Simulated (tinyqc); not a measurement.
Worked calculation: four-point probe, van der Pauw, Hall and spreading-resistance readings of a semiconductor layer. Computed by tinyqc, a small Python program that keeps every step. Command: `OMP_NUM_THREADS=1 python tinyqc.py 3113944 3113945 out.jsonl probe walk`. One thread of a shared host (Intel(R) Xeon(R) Processor @ 2.30GHz), about 0.01 s of CPU time with the checks. Intermediate numbers are printed to about 6 digits and carried at full precision; extremes and crossings named in words are read from the listed rows.

The layer is uniform and ohmic; contacts are points unless a radius is given.

Inputs (values chosen for the exercise, modelled on p-type silicon):
```
quantity                                        value        unit
carrier density n                             1.3e+18      1/cm^3
drift mobility mu                                90.7  cm^2/(V s)
layer thickness t                                2900  micrometre
probe spacing s                                     1          mm
current I                                        0.02          mA
radius a of the spreading-resistance contact      1.1  micrometre
```

Backing of the layer: conducting.

Constants: e = 1.602176634e-19 C.

## Resistivity and sheet resistance

rho = 1/(e n mu); R_s = rho/t.

resistivity rho = 0.0529345 ohm cm

sheet resistance R_s = 0.182533 ohm/square

## Four-point voltage

Collinear probes with equal spacing on a layer with conducting backing: images at depth 2 m t give V = (rho I/(2 pi s)) G, G = 1 + 4 sum_(m>=1) (-1)^m [1/sqrt(1 + (2 m u)^2) - 1/sqrt(4 + (2 m u)^2)], u = t/s; the sum runs to m = 20000, with the last term halved. Limits: thick, rho = 2 pi s V/I; thin on an insulator, rho = (pi/ln 2) t V/I.

t/s = 2.9

G = 0.975288

voltage V = 0.00164332 mV

rho by the thick formula = 0.0516264 ohm cm

rho by the thin formula = 0.107998 ohm cm

The thick formula is off by -2.5 % and the thin one by +104.0 %. A conducting backing shunts the current, so V lies below the thick value.

## Thickness correction

The last two columns give rho(formula)/rho for rho = 2 pi s V/I and rho = (pi/ln 2) t V/I.

Correction against t/s:
```
t/s            G  thick formula  thin formula
0.1  1.89158e-06    1.89158e-06   1.36449e-07
0.2  3.41950e-03    3.41950e-03   4.93330e-04
0.3  3.78756e-02    3.78756e-02   8.19644e-03
0.5  2.28997e-01    2.28997e-01   8.25934e-02
0.7  4.49933e-01    4.49933e-01   2.27191e-01
1.0  6.83310e-01    6.83310e-01   4.92904e-01
1.5  8.64029e-01    8.64029e-01   9.34898e-01
2.0  9.32936e-01    9.32936e-01   1.34594e+00
3.0  9.77516e-01    9.77516e-01   2.11539e+00
5.0  9.94802e-01    9.94802e-01   3.58799e+00
```

The thin formula, made for an insulating backing, holds nowhere here; the thick one holds to 1 % from t/s = 5.

## Spreading resistance

Flat disc contact with the current density of a half-space: R = (rho/(4 a)) c, c = (4/pi) int_0^infinity K(x t/a) sin(x) J1(x)/x^2 dx for a conducting backing, K = tanh, with the voltage averaged over the disc; c tends to 1 for t >> a.

rho/(4 a) = 120.306 ohm

factor c = 0.999833

spreading resistance = 120.286 ohm

column estimate rho t/(pi a^2) = 403833 ohm

## Contact radius against thickness

Compared with (2/pi) arctan(2 t/a) and with the column value 4 t/(pi a).

At the given t:
```
t/a          c  arctan form  column form      R (ohm)
0.1   0.108910     0.125666  1.27324e-01  4.96993e-04
0.2   0.201494     0.242238  2.54648e-01  1.83896e-03
0.5   0.414903     0.500000  6.36620e-01  9.46667e-03
1.0   0.620675     0.704833  1.27324e+00  2.83234e-02
2.0   0.788937     0.844042  2.54648e+00  7.20035e-02
5.0   0.912405     0.936549  6.36620e+00  2.08180e-01
10.0  0.955956     0.968195  1.27324e+01  4.36233e-01
30.0  0.985294     0.989391  3.81972e+01  1.34886e+00
```

The arctan form misses c by at most about 21 % over these rows; the column form is off by +17 % at t/a = 0.1 and by +105 % at t/a = 1, where the current spreads beyond the disc.

Checks made by the program: G at u = 20 against 1 - 3 eta(3)/(4 u^3), eta(3) = 0.9015427 (relative difference 2e-07); (4/pi) int sin x J1(x)/x^2 dx = 1 (relative difference 3e-05).
